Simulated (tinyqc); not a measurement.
## Narrowing from the saturation current

Question. A uniform n-type emitter has J0 = (q p0 D/L)(s + tanh(W/L))/(1 + s tanh(W/L)), D = mup Vt, s = S L/D, and p0 = (ni^2/N) exp(dE_app/kB T), where dE_app = dEg + kB T ln[(N/Nc) exp(-eta)]. Find p0, dE_app and dEg.

Parameters, values chosen for the exercise; band and dielectric values close to those of silicon:
- T = 400 K (temperature)
- Nc = 4.34e19 cm^-3 (conduction-band density of states at 400 K)
- N = 7.4e18 cm^-3 (ionised donor density)
- mup = 250 cm^2/(V s) (minority-hole mobility)
- W = 880 nm (emitter width)
- S = 2.5e6 cm/s (recombination velocity at the contact)

Constants: q = 1.602176634e-19 C, kB = 1.380649e-23 J/K, Vt = kB T/q. Results are converted to the units shown.

J0 = 9.7951225e7 fA/cm^2
L = 7734.6178 nm
ni = 3.1702110e12 cm^-3
converged eta = -1.7088393

Solution. J0 gives p0, its ratio to ni^2/N gives dE_app, and the degeneracy term is taken off.

p0 = 6.458e6 cm^-3
dE_app = 53.74 meV
dEg = 55.82 meV

tinyqc, about 0.01 s, one thread, Intel Xeon 2.30GHz (shared host): `OMP_NUM_THREADS=1 python tinyqc.py 2330038 2330039 out.jsonl`
